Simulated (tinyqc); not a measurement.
Thin-body transistor below threshold, two-dimensional Poisson equation on a small mesh: one step of the calculation.

A thin body on a thick buried insulator of low permittivity, taken as carrying no normal field at the bottom of the body (row 0). Mobile charge is neglected (subthreshold), the body is fully depleted, and potentials are counted from the intrinsic level; rows run upward to the gate, columns from source to drain.

Task. Jacobi sweep. Free nodes: rows 0..4, columns 1..6, taken row by row from row 0, left to right. t = (up psi(above) + dn psi(below) + lat [psi(left) + psi(right)] + s)/(up + dn + 2 lat), with all neighbours from the previous sweep; psi(new) = t.

psi after iteration 1 (V):
```
              j=0         j=1          j=2          j=3          j=4          j=5         j=6         j=7
row 0  0.56000000  0.02002489  -0.00071389  -0.00071389  -0.00071389  -0.00071389  0.03113495  0.86000000
row 1  0.56000000  0.02002489  -0.00071389  -0.00071389  -0.00071389  -0.00071389  0.03113495  0.86000000
row 2  0.56000000  0.02002489  -0.00071389  -0.00071389  -0.00071389  -0.00071389  0.03113495  0.86000000
row 3  0.56000000  0.02920280  -0.00029392  -0.00029392  -0.00029392  -0.00029392  0.04500461  0.86000000
row 4  0.29000000  0.02717686   0.00872764   0.00872764   0.00872764   0.00872764  0.03671956  0.44000000
row 5  0.02000000  0.02000000   0.02000000   0.02000000   0.02000000   0.02000000  0.02000000  0.02000000
```

up, row 0 to 4: [42.782143, 42.782143, 42.782143, 57.619048, 57.619048]
dn, row 0 to 4: [0, 42.782143, 42.782143, 42.782143, 57.619048]
lat, row 0 to 4: [1.7111111, 3.4222222, 3.4222222, 5.9111111, 8.4]
s, row 0 to 4 (V): [-0.032984834, -0.065969667, -0.065969667, -0.032984834, 0]

Give: psi after iteration 2.

Result.

psi after iteration 2 (V):
```
           j=0      j=1       j=2       j=3       j=4       j=5      j=6      j=7
row 0  0.56000  0.03854  -0.00066  -0.00143  -0.00143  -0.00025  0.05994  0.86000
row 1  0.56000  0.03854  -0.00066  -0.00143  -0.00143  -0.00025  0.05994  0.86000
row 2  0.56000  0.04279  -0.00047  -0.00123  -0.00123  -0.00005  0.06636  0.86000
row 3  0.56000  0.05077   0.00544   0.00388   0.00388   0.00627  0.07571  0.86000
row 4  0.29000  0.04048   0.01088   0.00971   0.00971   0.01149  0.05691  0.44000
row 5  0.02000  0.02000   0.02000   0.02000   0.02000   0.02000  0.02000  0.02000
```

Computed by the program tinyqc: `OMP_NUM_THREADS=1 python tinyqc.py 2480138 2480139 out.jsonl`, one thread of a shared Intel Xeon 2.30GHz, about 0.2 s for the whole run.
